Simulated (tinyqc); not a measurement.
Worked calculation: Pariser-Parr-Pople SCF with singles CI, for the molecule C=CC=CC=CC=CC=O (SMILES; centres numbered as the heavy atoms are written). One step of it, computed by the program tinyqc.

Task: Iteration 2: Fock matrix. F_rr = H_rr + P_rr gamma_rr / 2 + sum_(s != r) P_ss gamma_rs; F_rs = H_rs - P_rs gamma_rs / 2; E = tr P (H + F) / 2 + core repulsion sum_(r<s) z_r z_s gamma_rs.

P after iteration 1, lower triangle:
```
            1C         2C         3C         4C         5C         6C         7C         8C
1C    0.977017
2C    0.884908   1.000366
3C    0.027784   0.455776   0.966361
4C   -0.348774  -0.000852   0.783783   1.001991
5C   -0.034323  -0.088735   0.041688   0.501226   0.948005
6C    0.219776   0.001597  -0.317899  -0.003760   0.764753   1.007208
7C    0.045415   0.032946  -0.055461  -0.105264   0.069955   0.504609   0.903949
8C   -0.159439  -0.002987   0.208487   0.007138  -0.312995  -0.014080   0.774624   1.029168
9C   -0.070742  -0.013885   0.087259   0.037575  -0.112427  -0.098867   0.160791   0.474745
10O   0.109665   0.006403  -0.138180  -0.015837   0.186902   0.033444  -0.296731  -0.081314

           9C       10O
9C   0.704049
10O  0.790277  1.461885
```

core matrix H (eV), lower triangle:
```
             1C          2C          3C          4C          5C          6C          7C          8C
1C   -33.206689
2C    -2.300000  -37.377469
3C     0.000000   -2.300000  -39.946452
4C     0.000000    0.000000   -2.300000  -41.369692
5C     0.000000    0.000000    0.000000   -2.300000  -42.048324
6C     0.000000    0.000000    0.000000    0.000000   -2.300000  -42.073077
7C     0.000000    0.000000    0.000000    0.000000    0.000000   -2.300000  -41.449623
8C     0.000000    0.000000    0.000000    0.000000    0.000000    0.000000   -2.300000  -40.136050
9C     0.000000    0.000000    0.000000    0.000000    0.000000    0.000000    0.000000   -2.300000
10O    0.000000    0.000000    0.000000    0.000000    0.000000    0.000000    0.000000    0.000000

             9C         10O
9C   -37.781971
10O   -2.420000  -40.743671
```

repulsion gamma_rs (eV), lower triangle:
```
            1C         2C         3C         4C         5C         6C         7C         8C
1C   11.130000
2C    5.346094  11.130000
3C    3.872817   5.345652  11.130000
4C    2.881209   3.871757   5.345320  11.130000
5C    2.343878   2.880849   3.871757   5.345652  11.130000
6C    1.947042   2.343871   2.881307   3.872798   5.347056  11.130000
7C    1.680651   1.946855   2.343871   2.881413   3.872798   5.345652  11.130000
8C    1.467921   1.680452   1.946806   2.343871   2.881307   3.871757   5.345320  11.130000
9C    1.309859   1.467810   1.680452   1.946855   2.343871   2.880849   3.871757   5.345652
10O   1.197218   1.334129   1.498470   1.720818   2.001155   2.422744   3.001306   4.092964

            9C        10O
9C   11.130000
10O   5.774866  15.200000
```

Centres (angstrom, eV; a flat drawing with bonds scaled to 1.40 angstrom):
```
centre          x          y  core charge z          W   gamma_rr
1C      -5.461000  -0.254000              1  11.160000  11.130000
2C      -4.237000   0.425000              1  11.160000  11.130000
3C      -3.037000  -0.296000              1  11.160000  11.130000
4C      -1.812000   0.382000              1  11.160000  11.130000
5C      -0.612000  -0.339000              1  11.160000  11.130000
6C       0.612000   0.339000              1  11.160000  11.130000
7C       1.812000  -0.382000              1  11.160000  11.130000
8C       3.037000   0.296000              1  11.160000  11.130000
9C       4.237000  -0.425000              1  11.160000  11.130000
10O      5.461000   0.254000              1  17.700000  15.200000
```

Give: F; pi energy.

Result:

F (eV), lower triangle:
```
         1C      2C      3C      4C      5C      6C      7C      8C
1C   -5.907
2C   -4.665  -5.977
3C   -0.054  -3.518  -6.013
4C    0.502   0.002  -4.395  -6.068
5C    0.040   0.128  -0.081  -3.640  -6.076
6C   -0.214  -0.002   0.458   0.007  -4.345  -6.100
7C   -0.038  -0.032   0.065   0.152  -0.135  -3.649  -6.007
8C    0.117   0.003  -0.203  -0.008   0.451   0.027  -4.370  -5.854
9C    0.046   0.010  -0.073  -0.037   0.132   0.142  -0.311  -3.569
10O  -0.066  -0.004   0.104   0.014  -0.187  -0.041   0.445   0.166

         9C     10O
9C   -4.974
10O  -4.702  -8.628
```

pi energy = -130.712 eV
